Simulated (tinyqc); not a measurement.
# Worked calculation: minority carriers and saturation current of a heavily doped emitter

Numbers from tinyqc (`OMP_NUM_THREADS=1 python tinyqc.py 2330011 2330012 out.jsonl`; about 0.01 s on one thread of a shared Intel Xeon 2.30GHz). Printed values are rounded.

n-type, parabolic bands, full ionisation. eta = (EF - Ec)/kB T solves N = Nc F12(eta), F12(x) = (2/sqrt(pi)) int_0^infinity sqrt(u)/(1 + exp(u - x)) du. The gap shrinks rigidly by dEg = a3 y^(1/3) + a4 y^(1/4) + a2 y^(1/2), y = N/1e18 cm^-3, an empirical law that is here taken as the true narrowing.

Parameters, values chosen for the exercise; band and dielectric values close to those of germanium: temperature T = 350 K; band gap Eg = 0.662 eV; conduction-band density of states at 350 K Nc = 1.34e19 cm^-3; valence-band density of states at 350 K Nv = 7.47e18 cm^-3; ionised donor density N = 2.4e18 cm^-3; coefficient of (N/1e18)^(1/3) a3 = 9.5 meV; coefficient of (N/1e18)^(1/4) a4 = 10.8 meV; coefficient of (N/1e18)^(1/2) a2 = 4.8 meV; minority-hole mobility mup = 200 cm^2/(V s); Auger coefficient Cn = 1.9e-31 cm^6/s; defect lifetime ts = 1.1 us; emitter width W = 140 nm; recombination velocity at the contact S = 7.4e5 cm/s.

Constants: q = 1.602176634e-19 C, kB = 1.380649e-23 J/K, Vt = kB T/q. Results are converted to the units shown.

Range of the model: Band tails, non-parabolic bands and incomplete ionisation are left out.

## Iteration 1: Fermi level

eta at the start (Boltzmann value) = -1.7198

Newton step on ln F12(eta) = ln(N/Nc): eta(new) = eta - ln(Nc F12/N) F12/Fm, Fm(x) = dF12/dx = (1/sqrt(pi)) int_0^infinity u^(-1/2)/(1 + exp(u - x)) du.

F12 = 0.1687524
Fm = 0.1592931
eta after iteration 1 = -1.656728

## Course of the iteration

Stop when eta changes by less than 1e-9.

Course of the iteration:
```
iteration        eta    change
1          -1.656728    0.0631
2          -1.656621   1.07e-4
3          -1.656621  3.17e-10
```

Converged in 3 iterations.

## Effective intrinsic density

converged eta = -1.656621

ni = sqrt(Nc Nv) exp(-Eg/(2 Vt)), Eg in volts; degeneracy factor g = F12(eta) exp(-eta); nie^2 = ni^2 exp(dEg/kB T) g, p0 = nie^2/N; apparent narrowing dEg + kB T ln g.

ni = 1.714046e14 cm^-3
dEg = 33.59775 meV
g = 0.9387885
apparent narrowing = 31.69265 meV
nie = 2.898675e14 cm^-3
p0 = 3.500965e10 cm^-3

Narrowing multiplies p0 by 3.05 and degeneracy by 0.939.

## Saturation current

1/tau = Cn N^2 + 1/ts, D = mup Vt, L = sqrt(D tau); J0 = (q p0 D/L)(s + tanh(W/L))/(1 + s tanh(W/L)), s = S L/D; the share recombining inside is 1 - 1/[cosh(W/L)(1 + tanh(W/L)/s)].

tau = 499.1288 ns
L = 17351.69 nm
s = 212.8642
J0 = 1.527523e12 fA/cm^2
share recombining inside = 0.007044887 %

The emitter is transparent: most holes reach the contact.
